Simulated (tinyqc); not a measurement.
Worked calculation: coherent transport through a tight-binding region between two chains. One step of it, computed by the program tinyqc.

Task: Transmission at E = -0.51 eV. Surface Green function g = (E - i sqrt(4 t^2 - E^2)) / (2 t^2); self-energy tc^2 g on each contact site; G = (E - H - Sigma)^(-1); Gamma = -2 Im Sigma; T = Gamma_L Gamma_R |G_LR|^2; local density of states -Im G_ii / pi.

H of the central region (eV), lower triangle:
```
           1          2          3         4
1   0.790000
2  -1.500000   0.900000
3   0.000000  -1.500000   0.250000
4  -1.500000   0.000000  -1.500000  0.880000
```

Leads: semi-infinite chains with site energy 0:
```
parameter                           value
lead hopping t (eV)              1.960000
coupling to the left lead (eV)   0.980000
coupling to the right lead (eV)  0.470000
left contact site                       1
right contact site                      3
```

E = -0.510000 eV

Give: g; G; local density of states; transmission.

Result:

g = -0.066-0.506i 1/eV

G (1/eV), lower triangle:
```
               1              2              3              4
1  -0.416-0.128i
2   0.140+0.015i  -0.297-0.017i
3   0.548+0.141i   0.247-0.030i  -0.316-0.170i
4   0.142+0.015i   0.418-0.017i   0.250-0.031i  -0.296-0.017i
```

local density of states (1/eV): 0.041  0.005  0.054  0.005

transmission = 0.069
